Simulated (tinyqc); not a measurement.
Disorder broadening of a one-dimensional band in the self-consistent Born approximation: two steps of the calculation.

The local Green function is G = g0(z - Sigma) with z = E + i eta and g0(z) = 1/(sqrt(z - 2t) sqrt(z + 2t)), principal roots; the self-energy is Sigma = D G. The density of states is -Im G/pi.

Inputs (values chosen for the exercise):
```
symbol   value  unit                             meaning
t          0.7    eV                             hopping
D         0.47  eV^2  variance of the random site energy
eta      0.007    eV                     bare broadening
E       -0.802    eV         energy from the band centre
mix          1                                    mixing
```

Constants: q = 1.602176634e-19 C, hbar = 1.054571817e-34 J s. Results are converted to the units shown.

Question 1. Born step. G = g0(z - Sigma), Sigma(out) = D G, Sigma(new) = Sigma + mix (Sigma(out) - Sigma).

Sigma after iteration 2 = -0.07661100-0.35947290i eV

Find: G; Sigma(out); Sigma after iteration 3.

Answer 1.

G = -0.12645-0.76678i 1/eV
Sigma(out) = -0.05943-0.36039i eV
Sigma after iteration 3 = -0.05943-0.36039i eV

Question 2. Density of states and lifetime. G = Sigma/D, density of states -Im G/pi, lifetime hbar/(2 |Im Sigma|); without disorder the density of states is -Im g0(z)/pi.

converged Sigma = -0.06185972-0.36159871i eV

Wanted: density of states; lifetime; density of states without disorder.

Answer 2.

density of states = 0.24489 1/eV
lifetime = 0.91014 fs
density of states without disorder = 0.27738 1/eV

Disorder makes the density of states at this energy 12 % below the clean value.

Range of the model: The self-consistent Born approximation misses band tails from rare fluctuations and localisation.

Program tinyqc, `OMP_NUM_THREADS=1 python tinyqc.py 2720031 2720032 out.jsonl`; Intel Xeon 2.30GHz, shared host, one thread, about 0.01 s.
